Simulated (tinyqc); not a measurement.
Inside a calculation. Method: coherent transport through a tight-binding region between two chains. One step of it, computed by the program tinyqc.

Problem. Transmission at E = 0.72 eV. Surface Green function g = (E - i sqrt(4 t^2 - E^2)) / (2 t^2); self-energy tc^2 g on each contact site; G = (E - H - Sigma)^(-1); Gamma = -2 Im Sigma; T = Gamma_L Gamma_R |G_LR|^2; local density of states -Im G_ii / pi.

H of the central region (eV):
```
           1          2
1   0.020000  -0.900000
2  -0.900000   0.600000
```

Leads: semi-infinite chains with site energy 0:

| parameter | value |
|---|---|
| lead hopping t (eV) | 1.330000 |
| coupling to the left lead (eV) | 0.950000 |
| coupling to the right lead (eV) | 1.450000 |
| left contact site | 1 |
| right contact site | 2 |

E = 0.720000 eV

Give: g; G; local density of states; transmission.

Solution.

g = 0.2035-0.7238i 1/eV

G (1/eV):
```
                1                2
1  0.3561-0.6692i   0.4211+0.1254i
2  0.4211+0.1254i  -0.1506-0.3776i
```

local density of states (1/eV): 0.2130  0.1202

transmission = 0.7677
